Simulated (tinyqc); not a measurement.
Resonant-tunnelling diode, transfer matrices and Tsu-Esaki current: one step of the calculation.

Emitter (band edge 0), barrier d1, well Lw, barrier d2, collector (edge -V). The bias drops linearly over these layers and none in the contacts; each layer is cut into ns equal slices, flat at the value of their centres. E is the energy of motion across the layers, C = hbar^2/(2 m0), psi and psi'/m are continuous. Transport is coherent, T(E) is taken as independent of the transverse momentum, and charge in the well is ignored.

Question. Running product of the slice matrices at the trial energy. For the pair (psi, psi'/m) a flat layer has M = [[cos kd, (m/k) sin kd], [-(k/m) sin kd, cos kd]] with k = sqrt(m (E - U)/C) above its edge U, and M = [[cosh Kd, (m/K) sinh Kd], [(K/m) sinh Kd, cosh Kd]] with K = sqrt(m (U - E)/C) below it. Later slices stand to the left. With M acting on (psi, psi'/m) and v = k/m in each lead, T(E) = 4 vL vR/[(vL vR M12 - M21)^2 + (vR M11 + vL M22)^2]. vL = sqrt(mw E/C)/mw, vR = sqrt(mw (E + V)/C)/mw.

Parameters, values chosen for the exercise; masses and offsets close to those of InGaAs wells and AlAs barriers:
```
symbol,value,unit,meaning
mw,0.04,m0,"mass in the well, spacer and contacts"
ns,3,,slices in each layer
V,0.24,V,bias of the collector
E,0.19786,eV,trial energy
```

Constants: q = 1.602176634e-19 C, hbar = 1.054571817e-34 J s, m0 = 9.1093837015e-31 kg, hbar^2/(2 m0) = 0.0380998212 eV nm^2. Results are converted to the units shown.

U, slice 0 to 8 (eV): [1.1918367, 1.1755102, 1.1591837, -0.0702041, -0.1126531, -0.1551020, 1.0130612, 0.9918367, 0.9706122]
m, slice 0 to 8 (m0): [0.15, 0.15, 0.15, 0.04, 0.04, 0.04, 0.15, 0.15, 0.15]
width, slice 0 to 8 (nm): [0.33333333, 0.33333333, 0.33333333, 0.86666667, 0.86666667, 0.86666667, 0.43333333, 0.43333333, 0.43333333]

Find: Product after each layer; T(E).

Answer.

Product after each layer:
```
               M11  M12 (nm)  M21 (1/nm)     M22
barrier d1   3.647    0.2665       45.59   3.607
well         3.692    0.2890      -50.59  -3.689
barrier d2  -2.403  -0.07479      -37.44  -1.582
```

T(E) = 0.1941

tinyqc, about 0.1 s, one thread, Intel Xeon 2.30GHz (shared host): `OMP_NUM_THREADS=1 python tinyqc.py 2600142 2600143 out.jsonl`
